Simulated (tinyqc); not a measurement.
Worked calculation: plane-wave Kohn-Sham cycle with exchange-only LDA in a layered model solid. Computed by tinyqc, a small Python program that keeps every step. Settings: points = 16, plane-wave index or count = 2, electrons = 2, k points = 3, area = 33.0, mixing = 0.5, iteration cap = 54, Kerker q0 = 1.09. Command: `OMP_NUM_THREADS=1 python tinyqc.py 25172 25173 out.jsonl` (the two numbers bound the seeds that draw the settings). One thread of a shared host (Intel(R) Xeon(R) Processor @ 2.60GHz), about 0.03 s of CPU time with the checks. Later iterations appear only in the table of the cycle.

## Iteration 1: potential

A solid whose potential varies along x alone (atomic units):
```
parameter                      value
period a                    4.400000
cross-section of the cell  33.000000
electrons per cell                 2
grid points                       16
plane waves -n..n, n               2
k points                           3
V1 in V1 cos(2 pi x/a)     -0.530000
```

density at the start, on the grid x_j = j a/N (e/bohr^3): 0.0137741  0.0137741  0.0137741  0.0137741  0.0137741  0.0137741  0.0137741  0.0137741  0.0137741  0.0137741  0.0137741  0.0137741  0.0137741  0.0137741  0.0137741  0.0137741

V_H(G) = 4 pi rho(G)/G^2 for G != 0 (uniform background); v_x = -(3 rho/pi)^(1/3); V = V_ext + V_H + v_x; Fourier components f(G_m) = (1/N) sum_j f(x_j) exp(-i G_m x_j).

Potentials on the grid (hartree):
```
x           V_ext      V_H       v_x         V
0.00000  -0.53000  0.00000  -0.23605  -0.76605
0.27500  -0.48966  0.00000  -0.23605  -0.72571
0.55000  -0.37477  0.00000  -0.23605  -0.61082
0.82500  -0.20282  0.00000  -0.23605  -0.43888
1.10000         0  0.00000  -0.23605  -0.23605
1.37500   0.20282  0.00000  -0.23605  -0.03323
1.65000   0.37477  0.00000  -0.23605   0.13871
1.92500   0.48966  0.00000  -0.23605   0.25360
2.20000   0.53000  0.00000  -0.23605   0.29395
2.47500   0.48966  0.00000  -0.23605   0.25360
2.75000   0.37477  0.00000  -0.23605   0.13871
3.02500   0.20282  0.00000  -0.23605  -0.03323
3.30000         0  0.00000  -0.23605  -0.23605
3.57500  -0.20282  0.00000  -0.23605  -0.43888
3.85000  -0.37477  0.00000  -0.23605  -0.61082
4.12500  -0.48966  0.00000  -0.23605  -0.72571
```

V(G_m), m = 0, 1, 2, ... (hartree): -0.23605  -0.26500  0.00000  0.00000  0.00000

## Iteration 1: Hamiltonian at one k

k = 0.00000 2 pi / a

H(m,m') = (k + G_m)^2/2 delta + V(G_m - G_m'), with V(-G) = V(G).

H (hartree):
```
          -2        -1        +0        +1        +2
-2   3.84229  -0.26500   0.00000   0.00000   0.00000
-1  -0.26500   0.78353  -0.26500   0.00000   0.00000
+0   0.00000  -0.26500  -0.23605  -0.26500   0.00000
+1   0.00000   0.00000  -0.26500   0.78353  -0.26500
+2   0.00000   0.00000   0.00000  -0.26500   3.84229
```

## Iteration 1: levels at that k

Diagonalise the Hermitian matrix.

eigenvalues (hartree): -0.36063  0.76074  0.88506  3.86508  3.86534

## Iteration 1: new density

Motion across x is left out: the lowest 1 band(s) hold two electrons at each of the k points (j + 1/2)/nk - 1/2. Residual R = rho(out) - rho(in); rho(new) = rho(in) + 0.5 R, with R(G) scaled by G^2/(G^2 + 1.09^2) (Kerker). rho(out) = 2/(a A nk) sum |psi|^2 with psi = sum c exp(i G x). Harris energy E = band energy - dV sum rho (V_H/2 + v_x) + (3/4) dV sum rho v_x with rho(in), dV = a A/N, band energy = (2/nk) sum of the filled levels.

rho(out) (e/bohr^3): 0.0303595  0.0284275  0.0233983  0.0170730  0.0112321  0.0068712  0.0041370  0.0027247  0.0022984  0.0027247  0.0041370  0.0068712  0.0112321  0.0170730  0.0233983  0.0284275

density after iteration 1 (e/bohr^3): 0.0193536  0.0186327  0.0167913  0.0145700  0.0126650  0.0114053  0.0107507  0.0104884  0.0104252  0.0104884  0.0107507  0.0114053  0.0126650  0.0145700  0.0167913  0.0186327

energy per cell = -0.5253706 hartree

## Iteration 2: potential

As before.

Potentials on the grid (hartree):
```
x           V_ext       V_H       v_x         V
0.00000  -0.53000   0.02870  -0.26439  -0.76569
0.27500  -0.48966   0.02610  -0.26107  -0.72462
0.55000  -0.37477   0.01898  -0.25217  -0.60795
0.82500  -0.20282   0.00903  -0.24052  -0.43431
1.10000         0  -0.00171  -0.22954  -0.23125
1.37500   0.20282  -0.01145  -0.22166  -0.03029
1.65000   0.37477  -0.01899  -0.21734   0.13844
1.92500   0.48966  -0.02368  -0.21556   0.25042
2.20000   0.53000  -0.02527  -0.21512   0.28961
2.47500   0.48966  -0.02368  -0.21556   0.25042
2.75000   0.37477  -0.01899  -0.21734   0.13844
3.02500   0.20282  -0.01145  -0.22166  -0.03029
3.30000         0  -0.00171  -0.22954  -0.23125
3.57500  -0.20282   0.00903  -0.24052  -0.43431
3.85000  -0.37477   0.01898  -0.25217  -0.60795
4.12500  -0.48966   0.02610  -0.26107  -0.72462
```

V(G_m), m = 0, 1, 2, ... (hartree): -0.23470  -0.26386  -0.00170  0.00003  0.00003

## Iteration 2: Hamiltonian at one k

k = 0.00000 2 pi / a

As before.

H (hartree):
```
          -2        -1        +0        +1        +2
-2   3.84365  -0.26386  -0.00170   0.00003   0.00003
-1  -0.26386   0.78489  -0.26386  -0.00170   0.00003
+0  -0.00170  -0.26386  -0.23470  -0.26386  -0.00170
+1   0.00003  -0.00170  -0.26386   0.78489  -0.26386
+2   0.00003   0.00003  -0.00170  -0.26386   3.84365
```

## Iteration 2: levels at that k

As before.

eigenvalues (hartree): -0.35855  0.76397  0.88425  3.86623  3.86646

## Iteration 2: new density

As before.

rho(out) (e/bohr^3): 0.0303673  0.0284299  0.0233900  0.0170586  0.0112211  0.0068696  0.0041448  0.0027383  0.0023139  0.0027383  0.0041448  0.0068696  0.0112211  0.0170586  0.0233900  0.0284299

density after iteration 2 (e/bohr^3): 0.0230255  0.0218579  0.0188632  0.0152169  0.0120350  0.0098650  0.0086754  0.0081566  0.0080203  0.0081566  0.0086754  0.0098650  0.0120350  0.0152169  0.0188632  0.0218579

energy per cell = -0.5239549 hartree

## Convergence

Stop when sqrt(dV sum R^2) is below 1e-8, dV = a A/N.

Course of the cycle:
```
iteration  E (hartree)  norm of the residual
1           -0.5253706              1.20e-01
2           -0.5239549              8.15e-02
3           -0.5233240              5.54e-02
4           -0.5232825              3.78e-02
5           -0.5234300              2.58e-02
6           -0.5235860              1.77e-02
7           -0.5236999              1.21e-02
8           -0.5237714              8.32e-03
9           -0.5238124              5.72e-03
10          -0.5238348              3.94e-03
11          -0.5238465              2.72e-03
...                ...                   ...
35          -0.5238583              3.78e-07
36          -0.5238583              2.61e-07
37          -0.5238583              1.81e-07
38          -0.5238583              1.25e-07
39          -0.5238583              8.62e-08
40          -0.5238583              5.95e-08
41          -0.5238583              4.11e-08
42          -0.5238583              2.84e-08
43          -0.5238583              1.96e-08
44          -0.5238583              1.36e-08
45          -0.5238583              9.37e-09
```

Converged in 45 iterations. Before convergence this energy mixes input and output and is not variational, so it may rise towards its limit.
